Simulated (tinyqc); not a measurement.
# Tunnelling through a two-layer gate stack, WKB transmission and Tsu-Esaki current: effects of single changes

Electrons leave the emitter at x = 0. Energies E (motion across the layers) are in eV from the emitter Fermi level; the collector Fermi level lies at -V and offers states at every E. No charge in the dielectric and no image force: F1 = V/(t1 + t2 eps1/eps2), F2 = F1 eps1/eps2; U = phi1 - F1 x in layer 1 and phi2 - F1 t1 - F2 (x - t1) in layer 2. With C = hbar^2/(2 m0), kappa = sqrt(m (U - E)/C) where U > E and 0 elsewhere; T(E) = exp(-S), S = 2 times the integral of kappa over x.

Values chosen for this exercise; layer 1 close to silicon dioxide, layer 2 close to hafnium oxide:
- T = 300 K (temperature)
- Ef = 4.3 eV (Fermi energy of the emitter above its band bottom)
- me = 1 m0 (emitter mass in the supply function)
- phi1 = 2.98 eV (barrier of layer 1 above the emitter Fermi level at zero bias)
- m1 = 0.51 m0 (tunnelling mass of layer 1)
- t1 = 0.7 nm (thickness of layer 1)
- eps1 = 4.07 (relative permittivity of layer 1)
- phi2 = 1.55 eV (barrier of layer 2 at zero bias)
- m2 = 0.2 m0 (tunnelling mass of layer 2)
- t2 = 1.9 nm (thickness of layer 2)
- eps2 = 21.8 (relative permittivity of layer 2)
- V = 0.8 V (voltage across the dielectric)

Constants: q = 1.602176634e-19 C, kB = 1.380649e-23 J/K, hbar = 1.054571817e-34 J s, m0 = 9.1093837015e-31 kg, Vt = kB T/q, hbar^2/(2 m0) = 0.0380998212 eV nm^2. Results are converted to the units shown.

Each table varies one quantity; the others keep the values above.

## Effect of the barrier height

Each layer adds (2/F) sqrt(m/C) [G(u at its left edge) - G(u at its right edge)] to S, with u = U - E (0 where negative) and G(u) = (2/3) u^1.5. J = J0 times the integral of T(E) N(E) dE, N = ln[(1 + exp(-E/Vt))/(1 + exp((-E - V)/Vt))], J0 = q^2 me m0 kB T/(2 pi^2 hbar^3) (times 1e-4 for A/cm^2 per eV), from E = -Ef to far above the barrier (T = 1 there), by quadrature converged to the digits shown.

Results:
```
phi1 (eV)	S at E = 0	T(E = 0)	J (A/cm^2)	mean E of the current (eV)
1.5	13.86	9.560e-7	407.2	-0.3261
1.77	14.45	5.276e-7	238.1	-0.3357
2.04	15.00	3.067e-7	145.0	-0.3437
2.59	15.99	1.142e-7	58.00	-0.3566
2.86	16.43	7.341e-8	38.34	-0.3618
3.13	16.85	4.827e-8	25.84	-0.3665
3.4	17.25	3.236e-8	17.70	-0.3706
```

Estimate the missing row, phi1 = 2.31 eV.

Computed row:
```
phi1 (eV)	S at E = 0	T(E = 0)	J (A/cm^2)	mean E of the current (eV)
2.31	15.50	1.857e-7	91.21	-0.3505
```

With this row back in the table: J falls from 407 to 17.7 A/cm^2, on average 0.717 decades for each eV, while S rises from 13.9 to 17.2. In every row a layer is thinner than 0.8 nm, a few atomic planes, where an effective mass is a rough description.

## Current against voltage

Same model as above.

Results:
```
V (V)	S at E = 0	T(E = 0)	J (A/cm^2)	mean E of the current (eV)
0.2	18.98	5.694e-9	2.470	-0.2928
0.49	17.90	1.683e-8	9.657	-0.3538
0.77	16.75	5.329e-8	28.57	-0.3648
1.06	15.39	2.064e-7	92.14	-0.3452
1.35	13.76	1.059e-6	350.9	-0.3036
1.92	9.117	1.098e-4	1.979e4	-0.1750
2.21	7.830	3.975e-4	1.247e5	-0.2159
2.5	7.463	5.738e-4	4.336e5	-0.2887
```

Estimate the missing row, V = 1.64 V.

Computed row:
```
V (V)	S at E = 0	T(E = 0)	J (A/cm^2)	mean E of the current (eV)
1.64	11.28	1.266e-5	2079	-0.2193
```

With this row back in the table: J rises from 2.47 to 4.34e5 A/cm^2, by 2.04 decades a volt between the first two rows and 1.87 between the last two. From V = 1.64 V on (among the rows) a band edge falls below the emitter Fermi level, so electrons at E = 0 no longer cross the full thickness. In 6 of the 9 rows the field exceeds 10 MV/cm (up to 23.7), more than most dielectrics sustain; the model ignores breakdown. In every row a layer is thinner than 0.8 nm, a few atomic planes, where an effective mass is a rough description.

Computed by the program tinyqc: `OMP_NUM_THREADS=1 python tinyqc.py 2540005 2540006 out.jsonl`, one thread of a shared Intel Xeon 2.30GHz, about 0.04 s for the whole run.
